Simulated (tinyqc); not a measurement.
## Series resistance and length offset from two lengths at two overdrives

Inverse problem. In strong inversion R W = Rsd + k(x)(L - dL), k(x) = (1 + th1 x)/(mu0 Cox x), x the overdrive, Cox = eps0 eox/tox, with Rsd and dL independent of x. Find dL, Rsd, mu0 and th1.

Parameters, values chosen for the exercise: relative permittivity of the gate insulator (close to silicon dioxide) eox = 3.9; insulator thickness tox = 5.8 nm.

Constants: eps0 = 8.8541878128e-14 F/cm where lengths are in cm. Results are converted to the units shown.

total resistance times width (ohm um):

|  | L = 0.1 um | L = 0.86 um |
|---|---|---|
| overdrive 0.41 V | 1777.78496 | 17336.7420 |
| overdrive 1.07 V | 1000.27207 | 9172.85670 |

Solution. At each overdrive R W is a straight line in L; the two lines cross at L = dL, R W = Rsd. Their slopes give k x = (1 + th1 x)/(mu0 Cox), a straight line in x.

dL = 0.0200 um
Rsd = 140 ohm um
mu0 = 260 cm^2/(V s)
th1 = 0.730 1/V

Numbers from tinyqc (`OMP_NUM_THREADS=1 python tinyqc.py 2210163 2210164 out.jsonl`; about 0.01 s on one thread of a shared Intel Xeon 2.30GHz).
